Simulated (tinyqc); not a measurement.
Adsorption as a lattice gas: isotherms with interactions, competition, desorption peaks and saturation dose: one step, computed by the program tinyqc.

One adsorbate per site; a molecule needs 2 empty sites. Gas and surface have the same temperature.

Question. Dose to saturate, flat and in a hole. Without desorption or interaction, 99 % coverage needs the time 99 N_s/(2 s0 F). For a round hole of aspect ratio a in molecular flow with unit sticking (Gordon), the time is N_s/(2F) x [1 + (19/4) a + (3/2) a^2]. The larger of the two times is a rough guide.

Inputs (values chosen for the exercise, for a model surface):
```
quantity                                          value    unit
desorption energy E                                1.83      eV
prefactor nu                                    5.3e+13     1/s
site density N_s                                     11  1/nm^2
sticking coefficient s0                            0.14       -
temperature T                                       687       K
aspect ratio a (depth over diameter) of a hole      100       -
```

Adsorption: dissociative (second order).

flux F = 3.615820 1/(nm^2 s)

Give: time on a flat surface; time for the hole.

Answer.

time on a flat surface = 1076 s

time for the hole = 23540 s

The hole is limited by transport: for deep holes the dose grows as a^2. Caution: with k_d = nu exp(-E/(k_B T)) of these inputs desorption is not negligible over the time on a flat surface, so without interaction 99 % coverage is not reached.
